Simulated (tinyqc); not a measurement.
# p-n diode with diffusion and depletion-layer recombination: two studies

Abrupt junction in the depletion approximation, low injection, full ionisation, neutral widths fixed, ohmic contact on the p side. Vj is the junction voltage; where a series resistance Rs is given, V = Vj + J Rs is the terminal voltage.

Values chosen for this exercise; band and dielectric values close to those of 4H silicon carbide: temperature T = 293 K; band gap Eg = 3.24 eV; relative permittivity eps_r = 9.57; conduction-band density of states at T Nc = 1.63e19 cm^-3; valence-band density of states at T Nv = 2.43e19 cm^-3; acceptor density Na = 2.9e16 cm^-3; donor density Nd = 1.2e15 cm^-3; electron mobility in the p side mun = 520 cm^2/(V s); hole mobility in the n side mup = 100 cm^2/(V s); electron lifetime tn = 8e-8 s; hole lifetime tp = 3e-6 s; neutral width of the p side wp = 9.6 um; neutral width of the n side wn = 1.3 um; recombination velocity at the n contact Sp = 1e7 cm/s; series resistance Rs = 0.00038 ohm cm^2; trap level above the intrinsic level Et = 0 eV; junction voltage at which recombination is evaluated Vj = 1.93 V.

Constants: q = 1.602176634e-19 C, kB = 1.380649e-23 J/K, Vt = kB T/q, eps0 = 8.8541878128e-14 F/cm where lengths are in cm. Results are converted to the units shown.

Each table varies one quantity; the others keep the values above.

## Currents and ideality against junction voltage

ni = sqrt(Nc Nv) exp(-Eg/(2 Vt)), Eg in volts; D = mu Vt; Ln = sqrt(Dn tn), Lp = sqrt(Dp tp); J0n = q ni^2 Dn coth(wp/Ln)/(Ln Na); J0p = (q ni^2 Dp/(Lp Nd)) (s + tanh(wn/Lp))/(1 + s tanh(wn/Lp)), s = Sp Lp/Dp. J_diff = (J0n + J0p)(exp(Vj/Vt) - 1). Vbi = Vt ln(Na Nd/ni^2), W = sqrt(2 eps0 eps_r (Vbi - Vj)(1/Na + 1/Nd)/q), xp = W Nd/(Na + Nd), xn = W Na/(Na + Nd); u(x) = q Na (x + xp)^2/(2 eps0 eps_r) for x < 0 and Vbi - Vj - q Nd (xn - x)^2/(2 eps0 eps_r) for x > 0; p = Na exp(-u/Vt), n = Nd exp((u - Vbi + Vj)/Vt); U = ni^2 (exp(Vj/Vt) - 1)/(tp (n + ni exp(Et/Vt)) + tn (p + ni exp(-Et/Vt))); J_scr = q times the integral of U from -xp to xn. J = J_diff + J_scr. Ideality = (1/Vt) dVj/d ln J or (1/Vt) dV/d ln J; last column ni^2 exp(Vj/Vt)/N^2.

Results:

| Vj (V) | J_diff (A/cm^2) | J_scr (A/cm^2) | J (A/cm^2) | V (V) | ideality against Vj | ideality against V | minority/doping, lighter side |
|---|---|---|---|---|---|---|---|
| 0.71 | 3.232e-35 | 2.047e-21 | 2.047e-21 | 0.7100 | 1.977 | 1.977 | 8.354e-36 |
| 0.95 | 4.341e-31 | 2.519e-19 | 2.519e-19 | 0.9500 | 1.974 | 1.974 | 1.122e-31 |
| 1.2 | 8.664e-27 | 3.821e-17 | 3.821e-17 | 1.200 | 1.970 | 1.970 | 2.240e-27 |
| 1.45 | 1.729e-22 | 5.865e-15 | 5.865e-15 | 1.450 | 1.964 | 1.964 | 4.470e-23 |
| 1.94 | 4.637e-14 | 1.195e-10 | 1.196e-10 | 1.940 | 1.944 | 1.944 | 1.199e-14 |
| 2.19 | 9.254e-10 | 1.993e-8 | 2.085e-8 | 2.190 | 1.848 | 1.848 | 2.392e-10 |
| 2.43 | 1.243e-5 | 2.938e-6 | 1.537e-5 | 2.430 | 1.098 | 1.098 | 3.213e-6 |
| 2.68 | 0.2481 | 6.946e-4 | 0.2488 | 2.680 | 1.001 | 1.005 | 0.06413 |

Estimate the missing row, Vj = 1.69 V.

Computed row:

| Vj (V) | J_diff (A/cm^2) | J_scr (A/cm^2) | J (A/cm^2) | V (V) | ideality against Vj | ideality against V | minority/doping, lighter side |
|---|---|---|---|---|---|---|---|
| 1.69 | 2.323e-18 | 7.477e-13 | 7.477e-13 | 1.690 | 1.957 | 1.957 | 6.005e-19 |

With this row back in the table: The ideality against Vj falls from 1.98 to 1.00. Diffusion overtakes recombination in the layer between Vj = 2.19 and 2.43 V. J_scr alone has an ideality of 1.98 between the first two rows and 1.81 between the last two.

## Effect of the neutral width of the n side

Same model as above.

J = J_diff + J_scr.

The same in every row: J0n (A/cm^2) = 7.115e-49; J_scr (A/cm^2) = 9.752e-11.

Result of one run:

| wn (um) | J0p (A/cm^2) | J_diff (A/cm^2) | J_scr/J (%) | wn/Lp |
|---|---|---|---|---|
| 0.2 | 1.228e-46 | 1.944e-13 | 99.80 | 0.007267 |

What becomes of these results when the neutral width of the n side wn is changed from 0.2 to 2 um, all else the same?

Result of the changed run:

| wn (um) | J0p (A/cm^2) | J_diff (A/cm^2) | J_scr/J (%) | wn/Lp |
|---|---|---|---|---|
| 2 | 1.244e-47 | 2.071e-14 | 99.98 | 0.07267 |

The whole series:

| wn (um) | J0p (A/cm^2) | J_diff (A/cm^2) | J_scr/J (%) | wn/Lp |
|---|---|---|---|---|
| 0.2 | 1.228e-46 | 1.944e-13 | 99.80 | 0.007267 |
| 0.6 | 4.128e-47 | 6.611e-14 | 99.93 | 0.02180 |
| 2 | 1.244e-47 | 2.071e-14 | 99.98 | 0.07267 |
| 6 | 4.208e-48 | 7.746e-15 | 99.99 | 0.2180 |
| 20 | 1.455e-48 | 3.411e-15 | 100.0 | 0.7267 |
| 50 | 9.525e-49 | 2.620e-15 | 100.0 | 1.817 |
| 200 | 9.035e-49 | 2.543e-15 | 100.0 | 7.267 |
| 500 | 9.035e-49 | 2.543e-15 | 100.0 | 18.17 |

As wn goes from 0.2 to 500, J0p falls from 1.23e-46 to 9.03e-49 A/cm^2, J_scr stays at 9.75e-11 A/cm^2 and its share stays near 100 %. J0p goes as wn^(-0.99) between the first two rows and wn^(0.00) between the last two; Lp = 27.5 um divides the short base from the long one.

Program tinyqc, `OMP_NUM_THREADS=1 python tinyqc.py 2260055 2260056 out.jsonl`; Intel Xeon 2.30GHz, shared host, one thread, about 0.01 s.
